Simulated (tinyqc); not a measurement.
Capacitance measurement on a leaky thin oxide: effects of series resistance and leakage: readings against frequency.

The device is a capacitance C in parallel with a leakage conductance G, in series with Rs and Ls. An impedance meter reports either a parallel pair (Cp, Gp) from Y = 1/Z = Gp + i w Cp or a series pair (Cs, Rm) from Z = Rm + 1/(i w Cs); w = 2 pi f, dissipation D = Gp/(w |Cp|).

EOT = 3.9 tox/eox; CET = EOT + zc + zp; C = 3.9 eps0 A/CET; G = Jg A/Vs. Z = Rs + i w Ls + 1/(G + i w C); CET read from Cp = 3.9 eps0 A/Cp; errors under 0.001 % are printed as 0.

Inputs (values chosen for the exercise); values of the order met in thin-oxide MOS capacitors: relative permittivity of the gate insulator (close to hafnium oxide) eox = 21.5; insulator thickness tox = 5.4 nm; gate area A = 100 um^2; oxide-equivalent thickness added by the accumulation layer zc = 0.3 nm; oxide-equivalent thickness added by gate depletion zp = 0 nm; gate leakage current density, not matched to the thickness Jg = 1.7 A/cm^2; voltage for an e-fold rise of the leakage Vs = 0.3 V; series resistance Rs = 190 ohm; series inductance Ls = 0 nH.

Constants: eps0 = 8.8541878128e-14 F/cm where lengths are in cm. Results are converted to the units shown.

The same in every row: C (pF) = 2.699.

Result of one run:
```
Cp (pF)  Cs (pF)      D  error of Cp (%)  error of Cs (%)  CET read from Cp (nm)
2.693    3.349e4  111.5           -0.215           1.24e6                  1.282
```

Which measuring frequency f gave this result: 3000, 1e5, 3e5, 1e7 or 3e7 Hz?

f = 3000 Hz.

The whole series:
```
f (Hz)  Cp (pF)  Cs (pF)        D  error of Cp (%)  error of Cs (%)  CET read from Cp (nm)
1000      2.693  3.014e5    334.5           -0.215           1.12e7                  1.282
3000      2.693  3.349e4    111.5           -0.215           1.24e6                  1.282
10000     2.693     3017    33.45           -0.215           1.12e5                  1.282
30000     2.693    337.6    11.15           -0.215           1.24e4                  1.282
1e5       2.693    32.84    3.346           -0.215             1120                  1.282
3e5       2.693    6.048    1.116           -0.215              124                  1.282
1e6       2.693    3.000   0.3378           -0.216             11.2                  1.282
3e6       2.693    2.732   0.1212           -0.224             1.24                  1.282
1e7       2.690    2.702  0.06567           -0.318            0.112                  1.284
3e7       2.668    2.699   0.1078            -1.14           0.0124                  1.294
```

D goes from 335 through a minimum of 0.0657 (at f = 1e7 Hz among the rows listed) to 0.108; without inductance its minimum lies at f = sqrt(G (1 + G Rs)/Rs)/(2 pi C) = 1.02e7 Hz. The error of Cp goes from -0.215 to -1.14 % and that of Cs from 1.12e7 to 0.0124 %; at low frequency Cp tends to C/(1 + G Rs)^2 and Cs grows as 1 + (G/(w C))^2. One of the two readings is within 2 % of C for f = 1000, 3000, 10000, 30000, 1e5, 3e5, 1e6, 3e6, 1e7, 3e7 Hz. For f = 1000, 3000, 10000, 30000, 1e5, 3e5 D exceeds 1, where the accuracy of real meters degrades in proportion to sqrt(1 + D^2).

tinyqc, about 0.01 s, one thread, Intel Xeon 2.30GHz (shared host): `OMP_NUM_THREADS=1 python tinyqc.py 2022179 2022180 out.jsonl`
